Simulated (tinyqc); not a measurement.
# Double-gate transistor below threshold, two-dimensional Poisson equation on a small mesh: effect of the channel length

Half of a symmetric double-gate structure: row 0 is the mid-plane of the body, where the normal field vanishes. Mobile charge is neglected (subthreshold), the body is fully depleted, and potentials are counted from the intrinsic level; rows run upward to the gate, columns from source to drain.

Mesh: rows i = 0..12 in the semiconductor (step hs = tb/12, row 12 on the interface), then 8 step(s) ho = tox/8 up to the gate row 20; columns j = 0..80 (step hy = L/80). Box integration, divided by eps0: up_i = eps hy/h of the interval above row i, dn_i = that of the interval below (0 for row 0), lat_i = (sum of eps h/2 over the intervals above and below)/hy, s_i = -q Na w_i hy/eps0 with w_i the semiconductor height of the box (hs/2 for row 0 and the interface row, hs between, 0 in the insulator). Each free node obeys (up + dn + 2 lat) psi = up psi(above) + dn psi(below) + lat [psi(left) + psi(right)] + s. Fixed values: gate row Vg - Vfb; column 0 at Vbi and the last column at Vbi + Vd in the semiconductor, each running linearly to Vg - Vfb across the insulator. The system is solved directly. On row 0 the minimum of psi and its place come from a parabola through the three lowest nodes; barrier = Vbi - minimum, swing = Vt ln 10/(d psi/dVg), DIBL = (d psi/dVd)/(d psi/dVg) there. Lambda = pi/k with k the smallest positive root of tan(k tox) tan(k tb) = eox/eps_r.

Values chosen for this exercise; semiconductor permittivity close to that of silicon: temperature T = 300 K; relative permittivity of the semiconductor eps_r = 11.7; relative permittivity of the insulator eox = 3.9; half the body thickness tb = 5 nm; insulator thickness tox = 1.6 nm; acceptor density of the depleted body Na = 0 cm^-3; potential of the source Vbi = 0.52 V; gate offset Vfb = 0.07 V; gate voltage Vg = 0 V; drain voltage Vd = 0.5 V.

Constants: q = 1.602176634e-19 C, kB = 1.380649e-23 J/K, Vt = kB T/q, eps0 = 8.8541878128e-14 F/cm where lengths are in cm. Results are converted to the units shown.

Effect of the channel length:
```
L (nm)  L/Lambda  barrier (V)  place y/L  swing (mV/decade)  DIBL (mV/V)
16        0.8811       0.1713     0.3675              136.8        392.5
20         1.101       0.2814     0.4037              100.7        227.9
24         1.322       0.3673     0.4231              84.18        141.2
29         1.597       0.4438     0.4379              73.62        82.17
36         1.982       0.5097     0.4505              66.50        41.03
43         2.368       0.5461     0.4587              63.15        21.35
52         2.863       0.5698     0.4659              61.14        9.512
64         3.524       0.5828     0.4723              60.09        3.318
```

Read the table: what changes, and by how much?

As L goes from 16 to 64 nm, the barrier rises from 0.171 to 0.583 V, the swing falls from 137 to 60.1 mV a decade and DIBL falls from 393 to 3.32 mV/V; the ideal swing is 59.5. L/Lambda goes from 0.88 to 3.5. Between the last two rows DIBL decays with a length of 11.4 nm; 2 Lambda/pi is 11.6 nm.

Program tinyqc, `OMP_NUM_THREADS=1 python tinyqc.py 2480021 2480022 out.jsonl`; Intel Xeon 2.30GHz, shared host, one thread, about 0.1 s.
